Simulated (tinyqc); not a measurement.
Potential-pH (Pourbaix) lines of a metal, its cation, its oxide and an oxyanion, with a complexing ligand: one step, computed by the program tinyqc.

Potentials are against the standard hydrogen electrode; solids and water have unit activity; dG_f of M, H+ and the electron is zero; F = e N_A and s = R T ln(10)/F. The cation carries z = 2.

Question. A complexing ligand. M2+ + 2e = M; MO + 2H+ + 2e = M + H2O; MO2(2-) + 4H+ + 2e = M + 2H2O. For each, E0 = -dG/(z F), and E = E0 + (s/z) log10 a - (s n_H/z) pH, with no activity term for the oxide. The free ligand is c_L/(1 + 10^(pKa - pH)) (ligand in excess); dissolved metal is a in all, so the free cation is a/alpha, alpha = 1 + beta [L]; the cation line drops by (s/z) log10 alpha.

Inputs (values chosen for the exercise, modelled on iron):

| quantity | value | unit |
|---|---|---|
| temperature T | 298.15 | K |
| log10 of the dissolved activity a | -3 | - |
| pH | 9.9 | - |
| log10 of the stability constant beta of ML | 7.6 | - |
| pKa of HL | 6.6 | - |
| total ligand c_L | 0.23 | mol/L |

Species: M, M2+, MO, MO2(2-).

E0 (V): cation -0.4051393, oxide -0.0791830, oxyanion 0.8404904

s = 0.05915935 V

Give: free ligand; log10 alpha; cation line with ligand; that line less the oxide line.

Answer.

free ligand = 0.2299 mol/L

log10 alpha = 6.962

cation line with ligand = -0.6998 V

that line less the oxide line = -0.03494 V
